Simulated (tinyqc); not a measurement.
# Worked calculation: CMOS latch-up, two-transistor model

Computed by the program tinyqc: `OMP_NUM_THREADS=1 python tinyqc.py 2670029 2670030 out.jsonl`, one thread of a shared Intel Xeon 2.30GHz, about 0.04 s for the whole run. Printed values are rounded.

A parasitic pnp (emitter at Vdd, base shunted by Rw) and npn (emitter at ground, base shunted by Rs) feed each other: the npn collector current flows out of the pnp base node, the pnp collector current into the npn base node. Forward-active transistors with constant gains: Icn = Isn exp(Vn/Vt), Icp = Isp (exp(Vp/Vt) - 1). A current Ii is injected into the npn base node.

Values chosen for this exercise; values close to those of bulk CMOS: temperature T = 300 K; current gain of the npn bn = 8.3; current gain of the pnp bp = 2.3; saturation current of the npn at T Isn = 5.4e-16 A; saturation current of the pnp at T Isp = 2.1e-16 A; substrate resistance shunting the npn Rs = 960 ohm; well resistance shunting the pnp Rw = 2900 ohm; resistance from the pnp collector to the npn base R2 = 45 ohm; base-emitter voltage in the on state Von = 0.72 V; saturation voltage Vsat = 0.16 V; supply voltage Vdd = 0.9 V; current injected into the substrate Ii = 0.65 mA.

Constants: q = 1.602176634e-19 C, kB = 1.380649e-23 J/K, Vt = kB T/q. Results are converted to the units shown.

Range of the model: Near the trigger Vn + Vp exceeds Vdd by over 0.35 V, so both collector junctions are forward biased and the forward-active model is out of range there.

## Holding current and voltage

On state with both base-emitter voltages at Von: npn base current Ib = (Von/Rs + bp Von/Rw)/(bn bp - 1), holding current Ih = (bn + 1) Ib + Von/Rs, holding voltage Vh = Vsat + Von + R2 (Ib + Von/Rs).

bn bp = 19.09
Ib = 0.0730257 mA
Ih = 1.42914 mA
Vh = 0.917036 V

Vh is above Vdd = 0.9 V, so the supply cannot sustain a latched state.

## The off branch

| point | Vn (V) |
|---|---|
| 0 | 0.49 |
| 1 | 0.57 |
| 2 | 0.62 |
| 3 | 0.65 |
| 4 | 0.67 |
| 5 | 0.69 |
| 6 | 0.705 |
| 7 | 0.72 |

Node equations: Vp/Rw + Icp/bp = Icn and Vn/Rs + Icn/bn = Icp + Ii. Loop gain G = gn gp/[(1/Rw + gp/bp)(1/Rs + gn/bn)], gn = Icn/Vt, gp = (Icp + Isp)/Vt; the off state ends where G = 1, and Ii there is the trigger current. For each Vn: Icn, then Vp from the first equation, then Ii from the second.

| point | Icn (mA) | Vp (V) | Icp (mA) | Ii (mA) | G |
|---|---|---|---|---|---|
| 0 | 9.2052e-5 | 2.6695e-4 | 2.1797e-15 | 0.51043 | 8.1328e-14 |
| 1 | 0.0020322 | 0.0058935 | 5.3770e-14 | 0.59399 | 2.2128e-12 |
| 2 | 0.014058 | 0.040769 | 8.0651e-13 | 0.64753 | 5.6006e-11 |
| 3 | 0.044866 | 0.13011 | 3.1999e-11 | 0.68249 | 5.0133e-9 |
| 4 | 0.097252 | 0.28203 | 1.1485e-8 | 0.70963 | 3.2421e-6 |
| 5 | 0.21081 | 0.60715 | 0.0033252 | 0.74082 | 1.2930 |
| 6 | 0.37659 | 0.72291 | 0.29282 | 0.48693 | 11.196 |
| 7 | 0.67276 | 0.75333 | 0.94988 | -0.11883 | 14.027 |

Ii peaks at 0.7409 mA, at Vn = 0.6896 V where G = 1; beyond it the loop feeds itself.

## Iteration 1: response to the injected current, once round the loop per iteration

Vn at the start = 0.54 V

Icn = Isn exp(Vn/Vt); Vp solves Vp/Rw + Icp/bp = Icn; Vn(new) solves Vn/Rs + (Isn/bn) exp(Vn/Vt) = Icp + Ii.

Icn = 6.36787e-4 mA
Vp = 0.00184668 V
Icp = 1.55497e-14 mA
Vn after iteration 1 = 0.622228 V

## Course of the iteration: response to the injected current, once round the loop per iteration

Stop when Vn changes by less than 1e-9 V, or after 150 iterations. Vn must stay below 1.1 V.

Course of the iteration:

| iteration | Vn (V) | \|change\| (V) |
|---|---|---|
| 1 | 0.622228 | 0.0822 |
| 2 | 0.622228 | 8.50e-13 |

Converged in 2 iterations. The change falls from 0.082 in the first iteration to below the tolerance in the last. An off state exists, since Ii is below the trigger current, the largest Ii that the node equations allow, 0.7409 mA.
